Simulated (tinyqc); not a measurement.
One-electron ion in a basis of Gaussians, step by step. Computed by tinyqc, a small Python program that keeps every step. Settings: Z = 5, l = 0. Command: `OMP_NUM_THREADS=1 python tinyqc.py 25314 25315 out.jsonl` (the two numbers bound the seeds that draw the settings). One thread of a shared host (Intel(R) Xeon(R) Processor @ 2.60GHz), about 0.01 s of CPU time with the checks.

## Matrices over normalised Gaussians

exponents of r^l exp(-a r^2) (1/bohr^2): 2.308000  8.414000  30.670000  111.800000  407.600000  1486.000000

Z = 5

l = 0

With p = a_i + a_j and I(k) = Gamma((k+1)/2) / (2 p^((k+1)/2)): S = I(2l+2), T = (2l+3) a_i a_j S / p, V = -Z I(2l+1), each divided by sqrt(S_ii S_jj).

S, lower triangle:
```
,1,2,3,4,5,6
1,1.000000
2,0.745264,1.000000
3,0.364477,0.745304,1.000000
4,0.149393,0.364498,0.745292,1.000000
5,0.057892,0.149386,0.364455,0.745245,1.000000
6,0.022077,0.057890,0.149368,0.364424,0.745251,1.000000
```

T (hartree), lower triangle:
```
,1,2,3,4,5,6
1,3.462000
2,4.049429,12.621000
3,2.347022,14.762919,46.005000
4,1.013472,8.556697,53.812101,167.700000
5,0.398587,3.694542,31.186799,196.152726,611.400000
6,0.152626,1.453036,13.465439,113.675344,715.135536,2229.000000
```

V (hartree), lower triangle:
```
,1,2,3,4,5,6
1,-12.121545
2,-13.768068,-23.144154
3,-11.808859,-26.288044,-44.187248
4,-9.003517,-22.547492,-50.189552,-84.364738
5,-6.612812,-17.190544,-43.046642,-95.824177,-161.085760
6,-4.805274,-12.625981,-32.819231,-82.185102,-182.966487,-307.573891
```

## Generalised eigenproblem

H = T + V (hartree), lower triangle:
```
,1,2,3,4,5,6
1,-8.659545
2,-9.718639,-10.523154
3,-9.461836,-11.525125,1.817752
4,-7.990044,-13.990795,3.622550,83.335262
5,-6.214225,-13.496002,-11.859843,100.328549,450.314240
6,-4.652648,-11.172945,-19.353791,31.490242,532.169049,1921.426109
```

Solve H C = S C e through S^(-1/2); each column has its largest component positive (the first on a tie).

eigenvalues of S: 0.041890  0.116931  0.318216  0.790859  1.723138  3.008967

eigenvalues (hartree): -12.492751  0.130817  37.726628  204.917716  880.747702  3601.444092

coefficients:
```
,1,2,3,4,5,6
1,0.370637,1.436256,-0.785045,0.329213,-0.147985,0.068780
2,0.544622,-1.194243,2.005195,-1.060081,0.480536,-0.221109
3,0.179295,-0.042898,-1.757641,2.051488,-1.091408,0.502278
4,0.043205,-0.059664,0.134348,-1.925885,1.989073,-1.041453
5,0.007881,-0.000590,-0.059659,0.224785,-1.922892,1.842116
6,0.002391,-0.002762,0.003314,-0.050900,0.190787,-1.706504
```

For Z = 5 and l = 0 the exact lowest level is -Z^2/(2 n^2) with n = l + 1: -12.500000 hartree.
